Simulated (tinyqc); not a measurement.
## Resonant-tunnelling diode, transfer matrices and Tsu-Esaki current: effect of the Fermi energy

Emitter (band edge 0), barrier d1, well Lw, barrier d2, collector (edge -V). The bias drops linearly over these layers and none in the contacts; each layer is cut into ns equal slices, flat at the value of their centres. E is the energy of motion across the layers, C = hbar^2/(2 m0), psi and psi'/m are continuous. Transport is coherent, T(E) is taken as independent of the transverse momentum, and charge in the well is ignored.

For the pair (psi, psi'/m) a flat layer has M = [[cos kd, (m/k) sin kd], [-(k/m) sin kd, cos kd]] with k = sqrt(m (E - U)/C) above its edge U, and M = [[cosh Kd, (m/K) sinh Kd], [(K/m) sinh Kd, cosh Kd]] with K = sqrt(m (U - E)/C) below it. Later slices stand to the left. With M acting on (psi, psi'/m) and v = k/m in each lead, T(E) = 4 vL vR/[(vL vR M12 - M21)^2 + (vR M11 + vL M22)^2]. J = J0 times the integral over E > 0 of T(E) N(E), N = ln[(1 + exp((Ef - E)/Vt))/(1 + exp((Ef - V - E)/Vt))], J0 = q^2 mw m0 kB T/(2 pi^2 hbar^3) (times 1e-4 for A/cm^2 per eV). The integral is converged to the digits shown. Er is the first maximum of T(E) at this bias.

Inputs (values chosen for the exercise); masses and offsets of a made-up heterostructure:
```
symbol  value  unit                                meaning
T         300     K                            temperature
mw       0.16    m0  mass in the well, spacer and contacts
U1       0.55    eV                         barrier height
m1       0.38    m0                           barrier mass
d1        1.2    nm                        emitter barrier
Lw        2.6    nm                             well width
d2        1.2    nm                      collector barrier
ns          2                         slices in each layer
V         0.1     V                  bias of the collector
```

Constants: q = 1.602176634e-19 C, kB = 1.380649e-23 J/K, hbar = 1.054571817e-34 J s, m0 = 9.1093837015e-31 kg, Vt = kB T/q, hbar^2/(2 m0) = 0.0380998212 eV nm^2. Results are converted to the units shown.

Effect of the Fermi energy:

| Ef (eV) | N at Er = 0.0638 eV | J (kA/cm^2) |
|---|---|---|
| 0.016 | 0.1429 | 25.33 |
| 0.031 | 0.2419 | 42.83 |
| 0.046 | 0.3966 | 70.11 |
| 0.061 | 0.6219 | 109.8 |
| 0.077 | 0.9465 | 167.1 |
| 0.092 | 1.320 | 233.3 |
| 0.107 | 1.738 | 307.6 |
| 0.122 | 2.170 | 384.9 |

What does the table show?

J rises from 25.3 to 385 kA/cm^2, a factor of 15.2, while N at the resonance grows by 15.2. The two agree within 10 %, so the resonance carries the current.

tinyqc, about 0.1 s, one thread, Intel Xeon 2.30GHz (shared host): `OMP_NUM_THREADS=1 python tinyqc.py 2600132 2600133 out.jsonl`
